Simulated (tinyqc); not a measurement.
Worked calculation: Hubbard chain of 6 sites. Computed by tinyqc, a small Python program that keeps every step. Settings: hopping = 1.66, U = 12.0, mixing = 0.5, iteration cap = 83. Command: `OMP_NUM_THREADS=1 python tinyqc.py 29661 29662 out.jsonl` (the two numbers bound the seeds that draw the settings). One thread of a shared host (Intel(R) Xeon(R) Processor @ 2.60GHz), about 0.2 s of CPU time with the checks. Later iterations appear only in the table of the cycle.

## Mean-field iteration 1

one-body matrix (hopping and site energies) (eV):
```
,1,2,3,4,5,6
1,0.000000,-1.660000,0.000000,0.000000,0.000000,0.000000
2,-1.660000,0.730000,-1.660000,0.000000,0.000000,0.000000
3,0.000000,-1.660000,0.250000,-1.660000,0.000000,0.000000
4,0.000000,0.000000,-1.660000,0.120000,-1.660000,0.000000
5,0.000000,0.000000,0.000000,-1.660000,-0.360000,-1.660000
6,0.000000,0.000000,0.000000,0.000000,-1.660000,0.040000
```

U = 12.000000 eV

electrons, up and down: 3  3

mixing = 0.500000

n(up) at the start (a guess, not normalised): 1 0.800000, 2 0.200000, 3 0.800000, 4 0.200000, 5 0.800000, 6 0.200000

n(down) at the start (a guess): 1 0.200000, 2 0.800000, 3 0.200000, 4 0.800000, 5 0.200000, 6 0.800000

H(up) = T + U n(down), H(down) = T + U n(up); fill the lowest levels; n(new) = n + mixing (n(out) - n); E = tr T (rho up + rho down) + U sum n_up n_down of the output.

levels, up (eV): 1.233173  1.820289  2.400194  9.775179  10.428161  11.123005

levels, down (eV): 1.502045  2.193513  2.604220  9.680246  9.987226  10.812749

energy = -1.103732 eV

n(up) after iteration 1: 1 0.882388, 2 0.134101, 3 0.864164, 4 0.135743, 5 0.864651, 6 0.118953

n(down) after iteration 1: 1 0.124369, 2 0.855547, 3 0.137813, 4 0.862026, 5 0.142693, 6 0.877551

## Mean-field iteration 2

As before.

levels, up (eV): 0.656246  1.072781  1.615519  10.620289  11.131247  11.683918

levels, down (eV): 0.823578  1.365626  1.868703  10.461911  10.802012  11.458170

energy = -1.377976 eV

n(up) after iteration 2: 1 0.928220, 2 0.092896, 3 0.904772, 4 0.095095, 5 0.905832, 6 0.073185

n(down) after iteration 2: 1 0.078698, 2 0.896286, 3 0.097228, 4 0.902586, 5 0.101937, 6 0.923265

## Convergence

Each step fills the lowest levels of T + U n(other spin) and sets n(new) = n + mixing (n(out) - n); stop when output and input agree to 1e-8.

Course of the cycle:
```
iteration,E (eV),largest |n(out) - n(in)|,mean |n_up - n_down|
1,-1.10373195,1.65e-01,0.870885
2,-1.37797588,9.17e-02,0.905198
3,-1.45314177,5.17e-02,0.920604
4,-1.47476771,3.09e-02,0.928155
5,-1.48123079,1.80e-02,0.932076
6,-1.48321068,1.04e-02,0.934183
7,-1.48382635,5.96e-03,0.935338
8,-1.48401951,3.40e-03,0.935979
9,-1.48408043,1.93e-03,0.936337
10,-1.48409971,1.09e-03,0.936537
11,-1.48410582,6.20e-04,0.936650
...,...,...,...
21,-1.48410866,2.05e-06,0.936794
22,-1.48410866,1.17e-06,0.936794
23,-1.48410866,6.61e-07,0.936795
24,-1.48410866,3.75e-07,0.936795
25,-1.48410866,2.13e-07,0.936795
26,-1.48410866,1.21e-07,0.936795
27,-1.48410866,6.84e-08,0.936795
28,-1.48410866,3.87e-08,0.936795
29,-1.48410866,2.20e-08,0.936795
30,-1.48410866,1.24e-08,0.936795
31,-1.48410866,7.05e-09,0.936795
```

local moments n_up - n_down: 1 0.961396, 2 -0.923830, 3 0.924921, 4 -0.924908, 5 0.924068, 6 -0.961646

Converged in 31 iterations. Before convergence this energy mixes input and output and is not variational, so it may rise towards its limit.

## Exact diagonalisation (400 states)

Lowest levels of the sector, and the double occupancy of the lowest state.

lowest levels (eV): -2.434562  -2.014151  -1.524301  -1.332125  -1.182650  -1.053287

double occupancy per site = 0.039115

The mean-field solution above lies 0.9505 eV above the exact energy.

## The lowest level by Lanczos steps

From a random start vector (not printed): a_j = <q_j|H|q_j>, b_j = norm of the remainder after orthogonalising; the Ritz value is the lowest eigenvalue of the tridiagonal matrix of a and b so far.

Lanczos:
```
j,a_j (eV),b_j (eV),lowest Ritz value (eV)
1,14.952503,10.253301,14.95250340
2,16.267412,11.845403,5.33559952
3,19.492801,13.083259,1.07421448
4,20.283336,8.786452,-1.22616051
5,18.351643,9.350823,-1.79480482
6,17.370267,11.825608,-1.98985922
7,19.094597,12.242983,-2.14135077
8,19.702087,8.657136,-2.31659773
9,21.459112,8.959477,-2.38591003
10,20.450367,11.530208,-2.40322962
```
